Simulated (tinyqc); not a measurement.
Harmonic transition-state theory with quantum, tunnelling and friction corrections: one step, computed by the program tinyqc.

One atom hops between equivalent sites; three modes at the minimum and two real modes at the saddle are treated as harmonic, the rest of the crystal as unchanged; melting is ignored, so hot rows may lie above the melting point.

Problem. Quantum harmonic rate. Vineyard: nu* = product of minimum frequencies / product of real saddle frequencies; k_cl = nu* exp(-E_b/(k_B T)). Quantum harmonic: k_q = (k_B T/h) [prod 2 sinh(x_i/2) (minimum) / prod 2 sinh(x_j/2) (saddle)] exp(-E_b/(k_B T)), x = h nu/(k_B T). Zero-point correction to the barrier = (h/2)(sum of saddle frequencies - sum of minimum frequencies).

Inputs (values chosen for the exercise, modelled on interstitial hydrogen in silicon): barrier E_b = 0.517 eV; temperature T = 517 K.

Lattice of sites: three-dimensional.

frequencies at the minimum (THz): 45.2  51.4  56.4

real frequencies at the saddle (THz): 44.5  48.4

Constants: h x 1 THz = 4.135667696 meV; k_B = 8.617333262e-05 eV/K.

Give: x at the minimum; x at the saddle; zero-point correction; quantum harmonic rate k_q; ratio k_q/k_cl.

Solution.

x at the minimum: 4.196  4.771  5.236

x at the saddle: 4.131  4.493

zero-point correction = -124.3 meV

quantum harmonic rate k_q = 1.597e+09 1/s

ratio k_q/k_cl = 2.877

To second order in x the ratio is 1 + (sum x_i^2 - sum x_j^2)/24 = 2.2722; the x are too large for that expansion.
